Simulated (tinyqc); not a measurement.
Minimum-mode following (dimer method) and harmonic rate on a two-dimensional model surface: one step, computed by the program tinyqc. Command: `OMP_NUM_THREADS=1 python tinyqc.py 3012766 3012767 out.jsonl dimer walk`. One thread of a shared host (Intel(R) Xeon(R) Processor @ 2.30GHz), about 0.01 s of CPU time with the checks.

V(x, y) = -A (cos kx + cos ky) - B cos kx cos ky + (C sin ky + S sin kx)(1 - cos kx), k = 2 pi/a; the atom hops from the minimum at (0, 0) to that at (a, 0).

Task: Curvatures and frequencies. Diagonalise the Hessian at the start minimum and at the saddle; nu = 15.6333042 THz x sqrt(|lambda|/M).

Inputs (values chosen for the exercise, for a model surface):

| quantity | value | unit |
|---|---|---|
| amplitude A | 0.35 | eV |
| amplitude B | 0.091 | eV |
| skew C | 0.14 | eV |
| asymmetry S | 0.041 | eV |
| period a | 3.7 | angstrom |
| mass M | 70.4 | u |

Surface: adatom on a square lattice.

positions (angstrom):
```
               x          y
start   0.000000   0.000000
end     3.700000   0.000000
saddle  1.704901  -0.477859
```

Constants: nu for 1 eV/(angstrom^2 u) = 15.6333042 THz.

Give: Hessian at the minimum; Hessian at the saddle; eigenvalues at the minimum; eigenvalues at the saddle; frequencies at the minimum; frequencies at the saddle (the first is imaginary).

Result:

Hessian at the minimum (eV/angstrom^2):
```
        1       2
1  1.2717  0.0000
2  0.0000  1.2717
```

Hessian at the saddle (eV/angstrom^2):
```
         1       2
1  -1.0108  0.1142
2   0.1142  1.0964
```

eigenvalues at the minimum (eV/angstrom^2): 1.2717  1.2717

eigenvalues at the saddle (eV/angstrom^2): -1.0169  1.1026

frequencies at the minimum (THz): 2.1012  2.1012

frequencies at the saddle (the first is imaginary) (THz): 1.8789  1.9565
